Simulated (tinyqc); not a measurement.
# Inputs raised by 2 %, one at a time

Model: ballistic transport through the one-dimensional subbands of a rectangular nanowire or nanosheet channel. Computed by tinyqc, a small Python program. Command: `OMP_NUM_THREADS=1 python tinyqc.py 3008054 3008055 out.jsonl wire sens`. One thread of a shared host (Intel(R) Xeon(R) Processor @ 2.30GHz), about 0.07 s of CPU time with the checks.

Hard walls, parabolic subbands, transport along x. Energies are counted from the bulk conduction band edge at the top of the barrier, which the gate pulls down by U; the source Fermi level lies at the bulk edge when U = 0.

Inputs (values chosen for the exercise, modelled on silicon):
```
quantity                                   value  unit
light mass m_t                              0.19   m_0
heavy mass m_l                             0.912   m_0
height a                                     2.8    nm
width b                                      3.2    nm
equivalent oxide thickness t                 1.8    nm
gate voltage above flat band V_G            0.83     V
drain voltage V_D                           0.01     V
temperature T                                300     K
mean free path for back-scattering lambda     28    nm
channel length L                              17    nm
```

Valleys: silicon [100] wire.

Constants: hbar^2/(2 m_0) = 3.80998212 eV angstrom^2; k_B = 8.617333262e-05 eV/K; m_0 = 9.1093837015e-31 kg; k_B = 1.380649e-23 J/K; hbar = 1.054571817e-34 J s; eps_0 = 8.8541878128e-12 F/m; e = 1.602176634e-19 C; h = 6.62607015e-34 J s.

Method:
- E_pq = (hbar^2 pi^2/2)(p^2/(m_y b^2) + q^2/(m_z a^2)); valley pairs: (m_x, m_y, m_z) = (m_t, m_t, m_l), (m_t, m_l, m_t), (m_l, m_t, m_t), each with degeneracy g = 2; the 10 lowest subbands are kept.
- F_j(eta) = (1/Gamma(j + 1)) int_0^infinity x^j/(1 + exp(x - eta)) dx, F_0 = ln(1 + exp(eta)). Integrals over x = E/(k_B T) use 160 Gauss-Legendre points in u = sqrt(x) from 0 to sqrt(max(eta, 0) + 32).
- With degeneracy g = 2, eta_i = (U - E_i)/(k_B T) and u = e V_D/(k_B T): line density n = sum_i g sqrt(2 m_x k_B T/pi)/(2 hbar) [F_-1/2(eta_i) + F_-1/2(eta_i - u)]; gate: e n = C_ox (V_G - U/e), C_ox = 3.9 eps_0 2 (a + b)/t (flat-plate estimate); I = (2 e k_B T/h) sum_i g [F_0(eta_i) - F_0(eta_i - u)].
- Linear conductance G = (2 e^2/h) sum_i g f(eta_i), g = 2, f = 1/(1 + exp(-eta_i)), with the barrier frozen at the eta_i above; current per perimeter I/(2(a + b)); with scattering, transmission lambda/(lambda + L) and low-bias resistance (1 + L/lambda)/G.

Runs; columns: (1) input moved; (2) from; (3) to; (4) mean velocity I/(e n) (1e7 cm/s); (5) ballistic conductance (microsiemens); (6) current per perimeter (microampere/micrometre); (7) low-bias resistance with scattering (kiloohm):
```
(1)                                              (2)     (3)     (4)    (5)    (6)    (7)
base run                                           -       -  0.1666  217.6  171.4  7.385
light mass m_t (m_0)                            0.19  0.1938  0.1655  218.0  171.6  7.373
width b (nm)                                     3.2   3.264  0.1637  217.3  169.5  7.397
equivalent oxide thickness t (nm)                1.8   1.836  0.1675  215.1  169.2  7.471
gate voltage above flat band V_G (V)            0.83  0.8466  0.1653  221.5  174.7  7.255
drain voltage V_D (V)                           0.01  0.0102  0.1700  217.8  174.8  7.378
temperature T (K)                                300     306  0.1659  216.8  170.7  7.414
mean free path for back-scattering lambda (nm)    28   28.56  0.1666  217.6  171.4  7.330
```

Exponents ln(y'/y) / ln(x'/x):
```
input                                      mean velocity I/(e n)  ballistic conductance  current per perimeter  low-bias resistance with scattering
light mass m_t                                            -0.351                  0.082                  0.066                               -0.082
width b                                                   -0.908                 -0.088                 -0.550                                0.088
equivalent oxide thickness t                               0.263                 -0.586                 -0.637                                0.586
gate voltage above flat band V_G                          -0.412                  0.896                  0.975                               -0.896
drain voltage V_D                                          1.000                  0.048                  0.992                               -0.048
temperature T                                             -0.218                 -0.201                 -0.196                                0.201
mean free path for back-scattering lambda                  0.000                  0.000                  0.000                               -0.375
```

Which inputs matter most for each result?

Among the inputs moved here: mean velocity I/(e n) answers most in size to drain voltage V_D (exponent +1.000), next to width b (-0.908); its exponent is below 0.0005 for mean free path for back-scattering lambda. Ballistic conductance answers most in size to gate voltage above flat band V_G (exponent +0.896), next to equivalent oxide thickness t (-0.586); its exponent is below 0.0005 for mean free path for back-scattering lambda. Current per perimeter answers most in size to drain voltage V_D (exponent +0.992), and about equally to gate voltage above flat band V_G (+0.975); its exponent is below 0.0005 for mean free path for back-scattering lambda. Low-bias resistance with scattering answers most in size to gate voltage above flat band V_G (exponent -0.896), next to equivalent oxide thickness t (+0.586).
